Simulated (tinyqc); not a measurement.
Biaxially strained (001) channel, valley splitting in an inversion layer: two steps of the calculation.

A thin layer grown on a relaxed buffer is stretched in the plane. The two valleys with their long axis along the growth direction (D2) sink against the four in-plane ones (D4); confinement in a triangular well splits them too. Only the lowest subband of each set is kept; one relaxation time, so the weakening of intervalley scattering is left out.

Inputs (values chosen for the exercise); values close to those of silicon on relaxed silicon-germanium: temperature T = 325 K; germanium share of the relaxed buffer x = 0.15; lattice mismatch per unit x b1 = 0.0418; elastic constant c11 = 171 GPa; elastic constant c12 = 65 GPa; shear deformation potential Xu = 8.89 eV; longitudinal mass ml = 0.889 m0; transverse mass mt = 0.186 m0; confining field F = 0.41 MV/cm; inversion density Ns = 5.4e12 cm^-2.

Constants: q = 1.602176634e-19 C, kB = 1.380649e-23 J/K, hbar = 1.054571817e-34 J s, m0 = 9.1093837015e-31 kg, Vt = kB T/q, hbar^2/(2 m0) = 0.0380998212 eV nm^2. Results are converted to the units shown.

Task 1. Subband edges and densities of states. Levels E(m) = 2.33811 (hbar^2 q^2 F^2/(2 m))^(1/3): E2 = E(ml), E4 = E(mt) + D; N2 = 2 mt kB T/(pi hbar^2), N4 = 4 sqrt(mt ml) kB T/(pi hbar^2).

D = 98.115967 meV

Give: E2; E4; N2; N4.

Result 1.

E2 = 0.09729 eV
E4 = 0.2620 eV
N2 = 4.352e12 cm^-2
N4 = 1.903e13 cm^-2

Of the gap E4 - E2 = 165 meV, confinement gives 66.6 meV.

Task 2. Fermi level by Newton steps. f = N2 ln(1 + exp((EF - E2)/Vt)) + N4 ln(1 + exp((EF - E4)/Vt)) - Ns, f' = [N2/(1 + exp((E2 - EF)/Vt)) + N4/(1 + exp((E4 - EF)/Vt))]/Vt, EF(new) = EF - f/f'.

EF after iteration 1 = 0.12656140 eV
E2 = 0.097288439 eV
E4 = 0.26199529 eV
N2 = 4.3520751e12 cm^-2
N4 = 1.9029211e13 cm^-2

Give: f; f'; EF after iteration 2.

Result 2.

f = 6.107e11 cm^-2
f' = 1.203e14 cm^-2/eV
EF after iteration 2 = 0.1215 eV

Program tinyqc, `OMP_NUM_THREADS=1 python tinyqc.py 2530076 2530077 out.jsonl`; Intel Xeon 2.30GHz, shared host, one thread, about 0.03 s.
